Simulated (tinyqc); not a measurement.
Inside a calculation. Method: plane-wave Kohn-Sham cycle with exchange-only LDA in a layered model solid. Computed by tinyqc, a small Python program that keeps every step. Settings: points = 16, plane-wave index or count = 3, electrons = 4, k points = 2, area = 13.0, mixing = 0.8, iteration cap = 52. Command: `OMP_NUM_THREADS=1 python tinyqc.py 23599 23600 out.jsonl` (the two numbers bound the seeds that draw the settings). One thread of a shared host (Intel(R) Xeon(R) Processor @ 2.60GHz), about 0.02 s of CPU time with the checks. Later iterations appear only in the table of the cycle.

## Iteration 1: potential

A solid whose potential varies along x alone (atomic units):
```
parameter                      value
period a                   14.200000
cross-section of the cell  13.000000
electrons per cell                 4
grid points                       16
plane waves -n..n, n               3
k points                           2
V1 in V1 cos(2 pi x/a)     -0.480000
V2 in V2 cos(4 pi x/a)      0.090000
```

density at the start, on the grid x_j = j a/N (e/bohr^3): 0.0216685  0.0216685  0.0216685  0.0216685  0.0216685  0.0216685  0.0216685  0.0216685  0.0216685  0.0216685  0.0216685  0.0216685  0.0216685  0.0216685  0.0216685  0.0216685

V_H(G) = 4 pi rho(G)/G^2 for G != 0 (uniform background); v_x = -(3 rho/pi)^(1/3); V = V_ext + V_H + v_x; Fourier components f(G_m) = (1/N) sum_j f(x_j) exp(-i G_m x_j).

Potentials on the grid (hartree):
```
x            V_ext      V_H       v_x         V
0.00000   -0.39000  0.00000  -0.27454  -0.66454
0.88750   -0.37982  0.00000  -0.27454  -0.65436
1.77500   -0.33941  0.00000  -0.27454  -0.61395
2.66250   -0.24733  0.00000  -0.27454  -0.52186
3.55000   -0.09000  0.00000  -0.27454  -0.36454
4.43750    0.12005  0.00000  -0.27454  -0.15449
5.32500    0.33941  0.00000  -0.27454   0.06487
6.21250    0.50710  0.00000  -0.27454   0.23257
7.10000    0.57000  0.00000  -0.27454   0.29546
7.98750    0.50710  0.00000  -0.27454   0.23257
8.87500    0.33941  0.00000  -0.27454   0.06487
9.76250    0.12005  0.00000  -0.27454  -0.15449
10.65000  -0.09000  0.00000  -0.27454  -0.36454
11.53750  -0.24733  0.00000  -0.27454  -0.52186
12.42500  -0.33941  0.00000  -0.27454  -0.61395
13.31250  -0.37982  0.00000  -0.27454  -0.65436
```

V(G_m), m = 0, 1, 2, ... (hartree): -0.27454  -0.24000  0.04500  0.00000  0.00000  0.00000  0.00000

## Iteration 1: Hamiltonian at one k

k = 0.25000 2 pi / a

H(m,m') = (k + G_m)^2/2 delta + V(G_m - G_m'), with V(-G) = V(G).

H (hartree):
```
          -3        -2        -1        +0        +1        +2        +3
-3   0.46578  -0.24000   0.04500   0.00000   0.00000   0.00000   0.00000
-2  -0.24000   0.02526  -0.24000   0.04500   0.00000   0.00000   0.00000
-1   0.04500  -0.24000  -0.21947  -0.24000   0.04500   0.00000   0.00000
+0   0.00000   0.04500  -0.24000  -0.26842  -0.24000   0.04500   0.00000
+1   0.00000   0.00000   0.04500  -0.24000  -0.12158  -0.24000   0.04500
+2   0.00000   0.00000   0.00000   0.04500  -0.24000   0.22105  -0.24000
+3   0.00000   0.00000   0.00000   0.00000   0.04500  -0.24000   0.75946
```

## Iteration 1: levels at that k

Diagonalise the Hermitian matrix.

eigenvalues (hartree): -0.56695  -0.35198  -0.11605  0.11365  0.30955  0.60279  0.87108

## Iteration 1: new density

Motion across x is left out: the lowest 2 band(s) hold two electrons at each of the k points (j + 1/2)/nk - 1/2. Residual R = rho(out) - rho(in); rho(new) = rho(in) + 0.8 R. rho(out) = 2/(a A nk) sum |psi|^2 with psi = sum c exp(i G x). Harris energy E = band energy - dV sum rho (V_H/2 + v_x) + (3/4) dV sum rho v_x with rho(in), dV = a A/N, band energy = (2/nk) sum of the filled levels.

rho(out) (e/bohr^3): 0.0397438  0.0459832  0.0497335  0.0360456  0.0162132  0.0045132  0.0008347  0.0001319  0.0000412  0.0001319  0.0008347  0.0045132  0.0162132  0.0360456  0.0497335  0.0459832

density after iteration 1 (e/bohr^3): 0.0361288  0.0411202  0.0441205  0.0331702  0.0173042  0.0079442  0.0050015  0.0044392  0.0043666  0.0044392  0.0050015  0.0079442  0.0173042  0.0331702  0.0441205  0.0411202

energy per cell = -1.5633397 hartree

## Iteration 2: potential

As before.

Potentials on the grid (hartree):
```
x            V_ext       V_H       v_x         V
0.00000   -0.39000   1.37095  -0.32554   0.65540
0.88750   -0.37982   1.29458  -0.33989   0.57486
1.77500   -0.33941   1.02736  -0.34797   0.33999
2.66250   -0.24733   0.55060  -0.31640  -0.01313
3.55000   -0.09000  -0.03593  -0.25471  -0.38064
4.43750    0.12005  -0.58526  -0.19649  -0.66170
5.32500    0.33941  -1.00416  -0.16841  -0.83315
6.21250    0.50710  -1.25992  -0.16184  -0.91466
7.10000    0.57000  -1.34550  -0.16096  -0.93645
7.98750    0.50710  -1.25992  -0.16184  -0.91466
8.87500    0.33941  -1.00416  -0.16841  -0.83315
9.76250    0.12005  -0.58526  -0.19649  -0.66170
10.65000  -0.09000  -0.03593  -0.25471  -0.38064
11.53750  -0.24733   0.55060  -0.31640  -0.01313
12.42500  -0.33941   1.02736  -0.34797   0.33999
13.31250  -0.37982   1.29458  -0.33989   0.57486
```

V(G_m), m = 0, 1, 2, ... (hartree): -0.25362  0.40623  0.05963  -0.00785  -0.00350  -0.00055  0.00040

## Iteration 2: Hamiltonian at one k

k = 0.25000 2 pi / a

As before.

H (hartree):
```
          -3        -2        -1        +0        +1        +2        +3
-3   0.48670   0.40623   0.05963  -0.00785  -0.00350  -0.00055   0.00040
-2   0.40623   0.04618   0.40623   0.05963  -0.00785  -0.00350  -0.00055
-1   0.05963   0.40623  -0.19855   0.40623   0.05963  -0.00785  -0.00350
+0  -0.00785   0.05963   0.40623  -0.24750   0.40623   0.05963  -0.00785
+1  -0.00350  -0.00785   0.05963   0.40623  -0.10066   0.40623   0.05963
+2  -0.00055  -0.00350  -0.00785   0.05963   0.40623   0.24197   0.40623
+3   0.00040  -0.00055  -0.00350  -0.00785   0.05963   0.40623   0.78038
```

## Iteration 2: levels at that k

As before.

eigenvalues (hartree): -0.80381  -0.51674  -0.19574  0.14989  0.47434  0.83045  1.07012

## Iteration 2: new density

As before.

rho(out) (e/bohr^3): 0.0000069  0.0000270  0.0001229  0.0013711  0.0095653  0.0317424  0.0540672  0.0535333  0.0458301  0.0535333  0.0540672  0.0317424  0.0095653  0.0013711  0.0001229  0.0000270

density after iteration 2 (e/bohr^3): 0.0072312  0.0082457  0.0089224  0.0077309  0.0111131  0.0269827  0.0442540  0.0437145  0.0375374  0.0437145  0.0442540  0.0269827  0.0111131  0.0077309  0.0089224  0.0082457

energy per cell = -3.7483882 hartree

## Convergence

Stop when sqrt(dV sum R^2) is below 1e-8, dV = a A/N.

Course of the cycle:
```
iteration  E (hartree)  norm of the residual
1           -1.5633397              2.72e-01
2           -3.7483882              5.17e-01
3           -6.1423833              5.26e-01
4           -4.1336010              5.17e-01
5           -5.8922938              5.17e-01
6           -4.1604134              5.18e-01
7           -5.8997675              5.18e-01
8           -4.1592275              5.18e-01
9           -5.8992244              5.18e-01
10          -4.1593164              5.18e-01
11          -5.8992642              5.18e-01
...                ...                   ...
42          -4.1593111              5.18e-01
43          -5.8992620              5.18e-01
44          -4.1593111              5.18e-01
45          -5.8992620              5.18e-01
46          -4.1593111              5.18e-01
47          -5.8992620              5.18e-01
48          -4.1593111              5.18e-01
49          -5.8992620              5.18e-01
50          -4.1593111              5.18e-01
51          -5.8992620              5.18e-01
52          -4.1593111              5.18e-01
```

Not converged within 52 iterations: the residual has stopped falling: the iteration swings between two states. Reruns (cap 100 unless said): mixing 0.1: not converged; mixing 0.5, Kerker q0 1.0: converged in 42 (E = -0.88096); mixing 0.3, Pulay depth 5: converged in 17 (E = -0.88096); the original settings with a cap of 400: not converged.
